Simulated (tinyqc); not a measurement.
# MOSFET in saturation, small-signal circuit and noise: what changes with what

Bias by the inversion coefficient IC = I/Ispec (charge-based model with velocity saturation; weak inversion below 0.1, strong above 10). Common-source circuit: gm, gds, Cgs, Cgd and Cj at the inner nodes, Rg in series with the gate; quasi-static, no source or drain resistance, no gate-body capacitance, no substrate network, no induced gate noise, so fmax is an upper estimate.

Inputs (values chosen for the exercise):

| symbol | value | unit | meaning |
|---|---|---|---|
| T | 250 | K | temperature |
| L | 65 | nm | gate length |
| W | 80 | um | total gate width |
| Cox | 0.94 | uF/cm^2 | gate capacitance |
| mu | 160 | cm^2/(V s) | mobility |
| n | 1.44 |  | slope factor |
| Ls | 10 | nm | velocity-saturation length |
| sg | 0.091 |  | ratio gds/gm |
| Cov | 0.41 | fF/um | overlap and fringe capacitance per side |
| Cj | 0.67 | fF/um | drain junction capacitance |
| Rsh | 15 | ohm | sheet resistance of the gate |
| Wf | 4 | um | finger width |
| Rc | 50 | ohm um | gate contact and vertical resistance |
| IC | 0.23 |  | inversion coefficient |
| gw | 0.1 |  | short-channel excess of the noise factor |
| Nt | 5.3e17 | cm^-3 eV^-1 | oxide trap density |
| lt | 0.1 | nm | tunnelling length into the oxide |
| ac | 10000 | V s/C | Coulomb scattering coefficient |

Constants: q = 1.602176634e-19 C, kB = 1.380649e-23 J/K, Vt = kB T/q. Results are converted to the units shown.

Each table varies one quantity; the others keep the values above.

## Integrated noise against bandwidth

Ispec = 2 n mu Cox (W/L) Vt^2, lc = Ls/L, gms = [sqrt((lc IC + 1)^2 + 4 IC) - 1]/[2 + lc (lc IC + 1)], gm = gms Ispec/(n Vt), gds = sg gm. qs = [sqrt(1 + 4 IC) - 1]/2, Cgs = Cox W L qs (2 qs + 3)/(3 (qs + 1)^2) + Cov W, Cgd = Cov W, Cd = Cj W, Rg = Rsh (Wf/L)/(12 Nf) + Rc/W with Nf = W/Wf fingers (not rounded) contacted at both ends. Channel noise Sid = 4 kB T gam n gm with gam = (1/2 + (2/3) qs)/(1 + qs) + gw lc IC, qs = [sqrt(1 + 4 IC) - 1]/2, lc = Ls/L (the last term an empirical rise with velocity saturation); at the gate, white noise Sw = Sid/gm^2 + 4 kB T Rg. Number fluctuation with correlated mobility: S(f) = K/f, K = q^2 Vt lt Nt/(W L Cox^2) (1 + ac mu Cox I/gm)^2, Vt in eV with Nt per eV. Corner fc = K/Sw. Mean square from f1 = 10 Hz to B: Sw (B - f1) + K ln(B/f1).

Integrated noise against bandwidth:
```
B (Hz)	spot noise at B (nV/Hz^0.5)	white part (uV rms)	1/f part (uV rms)	total (uV rms)
1000	266.8	0.08326	18.10	18.11
10000	84.41	0.2645	22.17	22.18
1e5	26.81	0.8368	25.60	25.62
1e6	8.842	2.646	28.63	28.75
1e7	3.758	8.368	31.36	32.46
1e8	2.777	26.46	33.87	42.98
1e9	2.660	83.68	36.21	91.18
```

What does the table show?

The 1/f part adds the same power, K ln 10, in each decade and grows only from 18.1 to 36.2 uV; the white part grows as sqrt(B). It overtakes the 1/f part by B = 1e9 Hz among the rows, above the corner fc = 1.02e7 Hz of the spot noise.

## Gains against frequency

fT = gm/(2 pi (Cgs + Cgd)), fmax = fT/(2 sqrt(Rg (gds + 2 pi fT Cgd))). Inner admittances at w = 2 pi f: y11 = i w (Cgs + Cgd), y12 = -i w Cgd, y21 = gm - i w Cgd, y22 = gds + i w (Cgd + Cd). Invert to Z, add Rg to Z11 and invert back to Y. |h21| = |Y21/Y11|; U = |Y21 - Y12|^2/(4 [Re Y11 Re Y22 - Re Y12 Re Y21]). MSG = |Y21/Y12|; stability factor k = [2 Re Y11 Re Y22 - Re(Y12 Y21)]/|Y12 Y21|.

The same in every row: f sqrt(U) (GHz) = 27.323.

Gains against frequency:
```
f (GHz)	|h21| (dB)	U (dB)	MSG (dB)	k
0.033	40.025	58.360	23.491	0.0046386
0.062	34.548	52.883	20.753	0.0087147
0.12	28.813	47.147	17.885	0.016866
0.22	23.551	41.882	15.254	0.030910
0.4	18.367	36.689	12.662	0.056143
0.76	12.825	31.114	9.8914	0.10627
1.4	7.6264	25.808	7.2922	0.19334
2.6	2.6047	20.431	4.7813	0.34467
```

Read the table: what changes, and by how much?

Over the table |h21| falls by 19.7 dB a decade, U by 20.0 and MSG by 9.87. The product f sqrt(U) stays at 27.3 GHz, against fmax = 27.3 GHz from the formula. k stays below one in all rows, so the device is only conditionally stable. In every row fmax exceeds 4 fT, where channel resistance and substrate losses, left out here, would cap it.

Numbers from tinyqc (`OMP_NUM_THREADS=1 python tinyqc.py 2150152 2150153 out.jsonl`; about 0.01 s on one thread of a shared Intel Xeon 2.30GHz).
